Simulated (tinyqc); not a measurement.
On-chip power grid, static voltage drop by conjugate gradients: two steps of the calculation.

A grid of 3 rows and 4 columns, node k = 4 row + column. Neighbours in a row are joined by Rx, in a column by Ry; pad nodes, which reach the supply through Rp: 0, 8. Each node draws I0, node 8 draws kh I0. The drops u = Vdd - V solve G u = i, with G the conductance matrix (1/Rp added on the diagonal at pad nodes).

Inputs (values chosen for the exercise): supply voltage Vdd = 0.7 V; resistance of a horizontal segment Rx = 0.13 ohm; resistance of a vertical segment Ry = 0.75 ohm; resistance from a pad node to the supply Rp = 0.36 ohm; load current of an ordinary node I0 = 1 mA; factor on the load at the hot node kh = 8.

Task 1. Conjugate-gradient step. q = G p; with z = r/G_kk: a = (r.z)/(p.q); u(new) = u + a p; r(new) = r - a q; b = (r.z)(new)/(r.z); p(new) = z(new) + b p.

u after iteration 1 (mV):
```
            col 0       col 1       col 2       col 3
row 0  0.11173172  0.07888625  0.07888625  0.14611885
row 1  0.12731147  0.07305942  0.07305942  0.12731147
row 2  0.89385375  0.07888625  0.07888625  0.14611885
```

r after iteration 1 (mA):
```
            col 0      col 1      col 2      col 3
row 0   0.4577497  1.2448884  1.5094047  0.4577497
row 1   1.5839599  1.4328616  1.4328616  0.6328296
row 2  -1.7739642  7.2612117  1.5094047  0.4577497
```

p after iteration 1 (mV):
```
            col 0       col 1       col 2       col 3
row 0  0.09765468  0.11603085  0.13185315  0.12770938
row 1  0.21998986  0.11787368  0.11787368  0.12817282
row 2  0.32069615  0.47590295  0.13185315  0.12770938
```

Find: q; a; u after iteration 2; r after iteration 2; b; p after iteration 2.

Result 1.

q (mA):
```
         col 0    col 1    col 2    col 3
row 0  -0.0332   0.0172   0.1722  -0.0325
row 1   0.8143  -1.2604  -0.1165   0.0805
row 2  -0.1688   4.3178  -2.5960  -0.0325
```

a = 2.5655

u after iteration 2 (mV):
```
        col 0   col 1   col 2   col 3
row 0  0.3623  0.3766  0.4172  0.4738
row 1  0.6917  0.3755  0.3755  0.4561
row 2  1.7166  1.2998  0.4172  0.4738
```

r after iteration 2 (mA):
```
         col 0    col 1   col 2   col 3
row 0   0.5429   1.2008  1.0676  0.5411
row 1  -0.5053   4.6665  1.7318  0.4264
row 2  -1.3409  -3.8163  8.1696  0.5411
```

b = 1.5315

p after iteration 2 (mV):
```
         col 0    col 1    col 2    col 3
row 0  0.19556  0.24953  0.26579  0.25554
row 1  0.28814  0.43904  0.27646  0.23746
row 2  0.37755  0.50059  0.69061  0.25554
```

Task 2. Worst drop, pad currents and power lost. Pad current u/Rp; worst drop as a share of Vdd; power lost in the grid and pads sum_k i_k u_k; power delivered sum_k i_k (Vdd - u_k).

converged u (mV):
```
           col 0      col 1      col 2      col 3
row 0  2.8707565  3.5491071  3.9631157  4.1601956
row 1  4.1879381  4.3241567  4.4646275  4.5471952
row 2  3.9692435  4.3246744  4.5501950  4.6605473
```

Find: worst drop; share of Vdd; pad currents; power lost; power delivered.

Result 2.

worst drop = 4.6605 mV
share of Vdd = 0.66579 %
pad currents (mA): node 0 7.9743, node 8 11.026
power lost = 0.077356 mW
power delivered = 13.223 mW

The pad currents add up to the total load, 19.00 mA. The worst drop is at node 11, not at the hot node.

tinyqc, about 0.1 s, one thread, Intel Xeon 2.30GHz (shared host): `OMP_NUM_THREADS=1 python tinyqc.py 2770104 2770105 out.jsonl`
